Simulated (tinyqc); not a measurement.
Six-transistor SRAM cell, nodal equations and margins: one step of the calculation.

Two cross-coupled inverters (pull-down bn, pull-up bp) hold the nodes Q and QB; access transistors (ba, threshold VTn, gate on the word line at Vdd when selected) join them to the bit lines. Transistor (EKV form, voltages against the body): I = 2 n b Vt^2 [F(vp - Vs) - F(vp - Vd)] from drain to source, F(v) = ln^2(1 + exp(v/(2 Vt))), vp = (Vg - VT + sg |Vd - Vs|)/n. n-channel bodies are at 0; for the p-channel device all voltages are counted down from Vdd. b in uA/V^2 gives I in uA. For an access transistor the bit line is the drain and the node the source. In a read both bit lines are at Vdd. The cell is symmetric (no mismatch).

Question. Node voltages in a read by Newton steps. F1 = In(gate QB, drain Q) - Ip(gate QB, drain Q) - Ia(bit line, Q), F2 the same with Q and QB exchanged; J by central differences with +/- 1e-6 V; solve J d = -F, limit each component to +/- 0.15 V and add.

Parameters, values chosen for the exercise:
```
symbol  value    unit                                  meaning
T         273       K                              temperature
Vdd       0.9       V                           supply voltage
n        1.32                                     slope factor
sg      0.115                   drain-induced barrier lowering
VTn      0.31       V                      n-channel threshold
VTp      0.41       V          p-channel threshold (magnitude)
bn        330  uA/V^2  gain factor of the pull-down transistor
ba        330  uA/V^2     gain factor of the access transistor
bp        130  uA/V^2    gain factor of the pull-up transistor
```

Constants: q = 1.602176634e-19 C, kB = 1.380649e-23 J/K, Vt = kB T/q. Results are converted to the units shown.

(Q, QB) at the start (V): Q 0.00000000, QB 0.90000000

Wanted: F1, F2; J; (Q, QB) after iteration 1.

Answer.

F1, F2 (uA): [-60.12, 0.00]

J (uS):

|  | Q | QB |
|---|---|---|
| F1 | 443.5 | 0.0 |
| F2 | 0.0 | 63.7 |

(Q, QB) after iteration 1 (V): Q 0.1356, QB 0.8999

Program tinyqc, `OMP_NUM_THREADS=1 python tinyqc.py 2340126 2340127 out.jsonl`; Intel Xeon 2.30GHz, shared host, one thread, about 0.2 s.
